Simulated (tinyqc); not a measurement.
Worked calculation: UHF in the sto-6g basis, for H3, spin multiplicity 2. Computed by tinyqc, a small Python program that keeps every step (integrals from PySCF). Settings: charge = 0, multiplicity = 2, basis = sto-6g, energy threshold = 1e-10, iteration cap = 79, orthogonalisation = canonical, start = atomic densities, DIIS depth = 0, method = UHF. Command: `OMP_NUM_THREADS=1 python tinyqc.py 28465 28466 out.jsonl` (the two numbers bound the seeds that draw the settings). One thread of a shared host (Intel(R) Xeon(R) Processor @ 2.60GHz), about 0.2 s of CPU time with the checks. Later iterations appear only in the table of the cycle.

## One-electron integrals

Geometry (angstrom):
```
atom       x       y        z
H     0.0000  0.0000   0.0000
H     0.0000  0.0000   1.5350
H     0.0000  0.0000  -1.5350
```

Basis sto-6g: exponents (1/bohr^2) and contraction coefficients of normalised primitives:
```
element  l (shell)  exponent  coefficient
H            s (1)   35.5232       0.0092
H            s (1)    6.5131       0.0494
H            s (1)    1.8221       0.1685
H            s (1)    0.6260       0.3706
H            s (1)    0.2431       0.4165
H            s (1)    0.1001       0.1303
```

Overlap, kinetic and nuclear-attraction integrals over the contracted functions; the nuclear repulsion is the sum of Za Zb / Rab.

nuclear repulsion = 0.861852 hartree

overlap S, order 1H 1s, 2H 1s, 3H 1s:
$$\begin{pmatrix}
1.0000 & 0.2442 & 0.2442 \\
0.2442 & 1.0000 & 0.0191 \\
0.2442 & 0.0191 & 1.0000
\end{pmatrix}$$

kinetic energy T (hartree), order 1H 1s, 2H 1s, 3H 1s:
$$\begin{pmatrix}
0.7685 & 0.0060 & 0.0060 \\
0.0060 & 0.7685 & -0.0052 \\
0.0060 & -0.0052 & 0.7685
\end{pmatrix}$$

nuclear attraction V (hartree), order 1H 1s, 2H 1s, 3H 1s:
$$\begin{pmatrix}
-1.9267 & -0.3699 & -0.3699 \\
-0.3699 & -1.7555 & -0.0263 \\
-0.3699 & -0.0263 & -1.7555
\end{pmatrix}$$

core Hamiltonian H = T + V (hartree), order 1H 1s, 2H 1s, 3H 1s:
$$\begin{pmatrix}
-1.1581 & -0.3639 & -0.3639 \\
-0.3639 & -0.9870 & -0.0314 \\
-0.3639 & -0.0314 & -0.9870
\end{pmatrix}$$

## Two-electron integrals

Functions are numbered as in S; the eight-fold symmetry (ij|kl) = (ji|kl) = (kl|ij) leaves the list below.

Two-electron integrals (ij|kl) in chemists' order, unique and non-zero (hartree):
```
(11|11) 0.7750     (21|11) 0.1294     (21|21) 0.0335     (22|11) 0.3387
(22|21) 0.1294     (22|22) 0.7750     (31|11) 0.1294     (31|21) 0.0208
(31|22) 0.0572     (31|31) 0.0335     (32|11) 0.0096     (32|21) 0.0020
(32|22) 0.0069     (32|31) 0.0020     (32|32) 1.52e-04   (33|11) 0.3387
(33|21) 0.0572     (33|22) 0.1724     (33|31) 0.1294     (33|32) 0.0069
(33|33) 0.7750
```

## Orthogonalisation

S = U s U^T; canonical form X = U s^(-1/2), so that X^T S X = 1. Each column of U has its largest component positive (the first on a tie).

eigenvalues of S: [0.6641, 0.9809, 1.3550]

X, order 1H 1s, 2H 1s, 3H 1s:
$$\begin{pmatrix}
0.8796 & 0.0000 & 0.5990 \\
-0.6050 & 0.7140 & 0.4354 \\
-0.6050 & -0.7140 & 0.4354
\end{pmatrix}$$

## Starting guess

The start is atomic minimal-basis densities projected into this basis (PySCF's MINAO start) and scaled to the electron count of each spin; this density is not idempotent, so its energy is not variational and may lie below the converged one.

D(alpha) at the start, order 1H 1s, 2H 1s, 3H 1s:
$$\begin{pmatrix}
0.6397 & 0.0548 & 0.0548 \\
0.0548 & 0.6533 & 0.0049 \\
0.0548 & 0.0049 & 0.6533
\end{pmatrix}$$

D(beta) at the start, order 1H 1s, 2H 1s, 3H 1s:
$$\begin{pmatrix}
0.3198 & 0.0274 & 0.0274 \\
0.0274 & 0.3266 & 0.0024 \\
0.0274 & 0.0024 & 0.3266
\end{pmatrix}$$

## Iteration 1: building the Fock matrix

J_ij = sum D_kl (ij|kl) with D = D(alpha) + D(beta), K_ij = sum D_kl (ik|jl) for each spin; F = H + J - K(s); E = tr D H + tr D J / 2 - 0.5 sum_s tr D(s) K(s) + E_nn.

Coulomb J (hartree), order 1H 1s, 2H 1s, 3H 1s:
$$\begin{pmatrix}
1.4501 & 0.3161 & 0.3161 \\
0.3161 & 1.2841 & 0.0233 \\
0.3161 & 0.0233 & 1.2841
\end{pmatrix}$$

exchange K(alpha) (hartree), order 1H 1s, 2H 1s, 3H 1s:
$$\begin{pmatrix}
0.5682 & 0.1911 & 0.1911 \\
0.1911 & 0.5423 & 0.0296 \\
0.1911 & 0.0296 & 0.5423
\end{pmatrix}$$

exchange K(beta) (hartree), order 1H 1s, 2H 1s, 3H 1s:
$$\begin{pmatrix}
0.2841 & 0.0955 & 0.0955 \\
0.0955 & 0.2712 & 0.0148 \\
0.0955 & 0.0148 & 0.2712
\end{pmatrix}$$

F(alpha) (hartree), order 1H 1s, 2H 1s, 3H 1s:
$$\begin{pmatrix}
-0.2762 & -0.2388 & -0.2388 \\
-0.2388 & -0.2452 & -0.0377 \\
-0.2388 & -0.0377 & -0.2452
\end{pmatrix}$$

F(beta) (hartree), order 1H 1s, 2H 1s, 3H 1s:
$$\begin{pmatrix}
0.0079 & -0.1433 & -0.1433 \\
-0.1433 & 0.0260 & -0.0229 \\
-0.1433 & -0.0229 & 0.0260
\end{pmatrix}$$

total energy of this density = -0.994037 hartree

This density is the starting one; it is not idempotent, so its energy is not variational and may lie below the converged one.

## Iteration 1: diagonalisation and new density

Diagonalise F' = X^T F X, C = X C', fill 2 alpha and 1 beta electrons from the bottom; D(s) = C_occ C_occ^T. Each column has its largest component positive (the first on a tie).

F' = X^T F X (alpha) (hartree):
$$\begin{pmatrix}
0.0876 & 0.0000 & -0.0063 \\
0.0000 & -0.2115 & 0.0000 \\
-0.0063 & 0.0000 & -0.4555
\end{pmatrix}$$

orbital energies (alpha) (hartree): MO1 -0.4556, MO2 -0.2115, MO3 0.0877

coefficients C (alpha), order 1H 1s, 2H 1s, 3H 1s:
$$\begin{pmatrix}
0.6092 & 0.0000 & 0.8726 \\
0.4284 & 0.7140 & -0.6100 \\
0.4284 & -0.7140 & -0.6100
\end{pmatrix}$$

F' = X^T F X (beta) (hartree):
$$\begin{pmatrix}
0.3134 & 0.0000 & -0.0034 \\
0.0000 & 0.0499 & 0.0000 \\
-0.0034 & 0.0000 & -0.1455
\end{pmatrix}$$

orbital energies (beta) (hartree): MO1 -0.1455, MO2 0.0499, MO3 0.3134

coefficients C (beta), order 1H 1s, 2H 1s, 3H 1s:
$$\begin{pmatrix}
0.6054 & 0.0000 & 0.8752 \\
0.4310 & 0.7140 & -0.6082 \\
0.4310 & -0.7140 & -0.6082
\end{pmatrix}$$

D(alpha) after iteration 1, order 1H 1s, 2H 1s, 3H 1s:
$$\begin{pmatrix}
0.3711 & 0.2610 & 0.2610 \\
0.2610 & 0.6932 & -0.3262 \\
0.2610 & -0.3262 & 0.6932
\end{pmatrix}$$

D(beta) after iteration 1, order 1H 1s, 2H 1s, 3H 1s:
$$\begin{pmatrix}
0.3665 & 0.2609 & 0.2609 \\
0.2609 & 0.1857 & 0.1857 \\
0.2609 & 0.1857 & 0.1857
\end{pmatrix}$$

## Iteration 2: building the Fock matrix

As before.

Coulomb J (hartree), order 1H 1s, 2H 1s, 3H 1s:
$$\begin{pmatrix}
1.4346 & 0.3157 & 0.3157 \\
0.3157 & 1.2754 & 0.0233 \\
0.3157 & 0.0233 & 1.2754
\end{pmatrix}$$

exchange K(alpha) (hartree), order 1H 1s, 2H 1s, 3H 1s:
$$\begin{pmatrix}
0.4557 & 0.2249 & 0.2249 \\
0.2249 & 0.6139 & -0.0081 \\
0.2249 & -0.0081 & 0.6139
\end{pmatrix}$$

exchange K(beta) (hartree), order 1H 1s, 2H 1s, 3H 1s:
$$\begin{pmatrix}
0.4393 & 0.1879 & 0.1879 \\
0.1879 & 0.2274 & 0.0731 \\
0.1879 & 0.0731 & 0.2274
\end{pmatrix}$$

F(alpha) (hartree), order 1H 1s, 2H 1s, 3H 1s:
$$\begin{pmatrix}
-0.1792 & -0.2731 & -0.2731 \\
-0.2731 & -0.3255 & 0.0000 \\
-0.2731 & 0.0000 & -0.3255
\end{pmatrix}$$

F(beta) (hartree), order 1H 1s, 2H 1s, 3H 1s:
$$\begin{pmatrix}
-0.1629 & -0.2361 & -0.2361 \\
-0.2361 & 0.0611 & -0.0813 \\
-0.2361 & -0.0813 & 0.0611
\end{pmatrix}$$

total energy of this density = -1.366387 hartree

## Iteration 2: diagonalisation and new density

As before.

F' = X^T F X (alpha) (hartree):
$$\begin{pmatrix}
0.2044 & 0.0000 & 0.0658 \\
0.0000 & -0.3318 & 0.0000 \\
0.0658 & 0.0000 & -0.4726
\end{pmatrix}$$

orbital energies (alpha) (hartree): MO1 -0.4789, MO2 -0.3318, MO3 0.2107

coefficients C (alpha), order 1H 1s, 2H 1s, 3H 1s:
$$\begin{pmatrix}
0.5119 & 0.0000 & 0.9330 \\
0.4914 & 0.7140 & -0.5605 \\
0.4914 & -0.7140 & -0.5605
\end{pmatrix}$$

F' = X^T F X (beta) (hartree):
$$\begin{pmatrix}
0.3618 & 0.0000 & -0.0849 \\
0.0000 & 0.1451 & 0.0000 \\
-0.0849 & 0.0000 & -0.3124
\end{pmatrix}$$

orbital energies (beta) (hartree): MO1 -0.3230, MO2 0.1451, MO3 0.3723

coefficients C (beta), order 1H 1s, 2H 1s, 3H 1s:
$$\begin{pmatrix}
0.7027 & 0.0000 & 0.7992 \\
0.3576 & 0.7140 & -0.6540 \\
0.3576 & -0.7140 & -0.6540
\end{pmatrix}$$

D(alpha) after iteration 2, order 1H 1s, 2H 1s, 3H 1s:
$$\begin{pmatrix}
0.2621 & 0.2516 & 0.2516 \\
0.2516 & 0.7512 & -0.2683 \\
0.2516 & -0.2683 & 0.7512
\end{pmatrix}$$

D(beta) after iteration 2, order 1H 1s, 2H 1s, 3H 1s:
$$\begin{pmatrix}
0.4938 & 0.2513 & 0.2513 \\
0.2513 & 0.1279 & 0.1279 \\
0.2513 & 0.1279 & 0.1279
\end{pmatrix}$$

## Iteration 3: building the Fock matrix

As before.

Coulomb J (hartree), order 1H 1s, 2H 1s, 3H 1s:
$$\begin{pmatrix}
1.4390 & 0.3160 & 0.3160 \\
0.3160 & 1.2747 & 0.0233 \\
0.3160 & 0.0233 & 1.2747
\end{pmatrix}$$

exchange K(alpha) (hartree), order 1H 1s, 2H 1s, 3H 1s:
$$\begin{pmatrix}
0.3726 & 0.2181 & 0.2181 \\
0.2181 & 0.6536 & -0.0007 \\
0.2181 & -0.0007 & 0.6536
\end{pmatrix}$$

exchange K(beta) (hartree), order 1H 1s, 2H 1s, 3H 1s:
$$\begin{pmatrix}
0.5267 & 0.1895 & 0.1895 \\
0.1895 & 0.1836 & 0.0639 \\
0.1895 & 0.0639 & 0.1836
\end{pmatrix}$$

F(alpha) (hartree), order 1H 1s, 2H 1s, 3H 1s:
$$\begin{pmatrix}
-0.0918 & -0.2659 & -0.2659 \\
-0.2659 & -0.3658 & -0.0074 \\
-0.2659 & -0.0074 & -0.3658
\end{pmatrix}$$

F(beta) (hartree), order 1H 1s, 2H 1s, 3H 1s:
$$\begin{pmatrix}
-0.2459 & -0.2373 & -0.2373 \\
-0.2373 & 0.1042 & -0.0720 \\
-0.2373 & -0.0720 & 0.1042
\end{pmatrix}$$

total energy of this density = -1.399621 hartree

## Iteration 3: diagonalisation and new density

As before.

F' = X^T F X (alpha) (hartree):
$$\begin{pmatrix}
0.2218 & 0.0000 & 0.1373 \\
0.0000 & -0.3654 & 0.0000 \\
0.1373 & 0.0000 & -0.4519
\end{pmatrix}$$

orbital energies (alpha) (hartree): MO1 -0.4788, MO2 -0.3654, MO3 0.2488

coefficients C (alpha), order 1H 1s, 2H 1s, 3H 1s:
$$\begin{pmatrix}
0.4186 & 0.0000 & 0.9784 \\
0.5437 & 0.7140 & -0.5100 \\
0.5437 & -0.7140 & -0.5100
\end{pmatrix}$$

F' = X^T F X (beta) (hartree):
$$\begin{pmatrix}
0.3386 & 0.0000 & -0.1563 \\
0.0000 & 0.1796 & 0.0000 \\
-0.1563 & 0.0000 & -0.3236
\end{pmatrix}$$

orbital energies (beta) (hartree): MO1 -0.3586, MO2 0.1796, MO3 0.3736

coefficients C (beta), order 1H 1s, 2H 1s, 3H 1s:
$$\begin{pmatrix}
0.7769 & 0.0000 & 0.7273 \\
0.2925 & 0.7140 & -0.6856 \\
0.2925 & -0.7140 & -0.6856
\end{pmatrix}$$

D(alpha) after iteration 3, order 1H 1s, 2H 1s, 3H 1s:
$$\begin{pmatrix}
0.1752 & 0.2276 & 0.2276 \\
0.2276 & 0.8053 & -0.2142 \\
0.2276 & -0.2142 & 0.8053
\end{pmatrix}$$

D(beta) after iteration 3, order 1H 1s, 2H 1s, 3H 1s:
$$\begin{pmatrix}
0.6036 & 0.2273 & 0.2273 \\
0.2273 & 0.0856 & 0.0856 \\
0.2273 & 0.0856 & 0.0856
\end{pmatrix}$$

## Iteration 22 (converged): orbitals

converged F(alpha) (hartree), order 1H 1s, 2H 1s, 3H 1s:
$$\begin{pmatrix}
0.1300 & -0.2202 & -0.2202 \\
-0.2202 & -0.4521 & -0.0194 \\
-0.2202 & -0.0194 & -0.4521
\end{pmatrix}$$

converged F(beta) (hartree), order 1H 1s, 2H 1s, 3H 1s:
$$\begin{pmatrix}
-0.4269 & -0.2117 & -0.2117 \\
-0.2117 & 0.2151 & -0.0446 \\
-0.2117 & -0.0446 & 0.2151
\end{pmatrix}$$

As before.

F' = X^T F X (alpha) (hartree):
$$\begin{pmatrix}
0.2241 & 0.0000 & 0.3079 \\
0.0000 & -0.4411 & 0.0000 \\
0.3079 & 0.0000 & -0.3620
\end{pmatrix}$$

orbital energies (alpha) (hartree): MO1 -0.4939, MO2 -0.4411, MO3 0.3561

coefficients C (alpha), order 1H 1s, 2H 1s, 3H 1s:
$$\begin{pmatrix}
0.2039 & 0.0000 & 1.0445 \\
0.6386 & 0.7140 & -0.3845 \\
0.6386 & -0.7140 & -0.3845
\end{pmatrix}$$

F' = X^T F X (beta) (hartree):
$$\begin{pmatrix}
0.2452 & 0.0000 & -0.3235 \\
0.0000 & 0.2648 & 0.0000 \\
-0.3235 & 0.0000 & -0.3094
\end{pmatrix}$$

orbital energies (beta) (hartree): MO1 -0.4582, MO2 0.2648, MO3 0.3940

coefficients C (beta), order 1H 1s, 2H 1s, 3H 1s:
$$\begin{pmatrix}
0.9117 & 0.0000 & -0.5489 \\
0.1428 & 0.7140 & 0.7316 \\
0.1428 & -0.7140 & 0.7316
\end{pmatrix}$$

D(alpha) after iteration 22, order 1H 1s, 2H 1s, 3H 1s:
$$\begin{pmatrix}
0.0416 & 0.1302 & 0.1302 \\
0.1302 & 0.9176 & -0.1019 \\
0.1302 & -0.1019 & 0.9176
\end{pmatrix}$$

D(beta) after iteration 22, order 1H 1s, 2H 1s, 3H 1s:
$$\begin{pmatrix}
0.8313 & 0.1302 & 0.1302 \\
0.1302 & 0.0204 & 0.0204 \\
0.1302 & 0.0204 & 0.0204
\end{pmatrix}$$

## Convergence

Stop when the energy changes by less than 1e-10 hartree and every element of the error matrix X^T (F D S - S D F) X (for each spin) is below 3e-06.

Course of the cycle:
```
iteration  E (hartree)     change  largest element of the error matrix
1            -0.994037          -                             7.48e-03
2            -1.366387  -3.72e-01                             8.00e-02
3            -1.399621  -3.32e-02                             7.07e-02
4            -1.424993  -2.54e-02                             5.84e-02
5            -1.440542  -1.55e-02                             4.27e-02
6            -1.448146  -7.60e-03                             2.81e-02
7            -1.451245  -3.10e-03                             1.71e-02
8            -1.452359  -1.11e-03                             9.97e-03
9            -1.452730  -3.70e-04                             5.65e-03
10           -1.452847  -1.17e-04                             3.15e-03
11           -1.452884  -3.63e-05                             1.74e-03
12           -1.452895  -1.11e-05                             9.58e-04
13           -1.452898  -3.34e-06                             5.26e-04
14           -1.452899  -1.00e-06                             2.88e-04
15           -1.452899  -3.01e-07                             1.58e-04
16           -1.452899  -9.02e-08                             8.63e-05
17           -1.452899  -2.70e-08                             4.72e-05
18           -1.452899  -8.08e-09                             2.58e-05
19           -1.452899  -2.42e-09                             1.41e-05
20           -1.452899  -7.23e-10                             7.72e-06
21           -1.452899  -2.16e-10                             4.22e-06
22           -1.452899  -6.47e-11                             2.31e-06
```

PySCF UHF in the same basis, after a stability check = -1.452899 hartree

Converged in 22 iterations.

## Populations, bond orders and dipole

Mulliken: Z minus the diagonal of D S on the atom; Loewdin: the same with S^(1/2) D S^(1/2); Mayer order: 2 sum_s sum (D(s) S)_ij (D(s) S)_ji over the two atoms.

Charges (e):
```
atom   Mulliken  Loewdin  Mulliken spin
1H    -3.79e-05   0.0011        -0.7897
2H     1.90e-05  -0.0005         0.8948
3H     1.90e-05  -0.0005         0.8948
```

Mayer bond orders:
```
pair   order
2-1   0.1882
3-1   0.1882
3-2   0.0111
```

dipole moment about the origin, x y z (debye): [0.0000, 0.0000, 0.0000]

<S^2> of the determinant (pure state: 0.75) = 1.3006
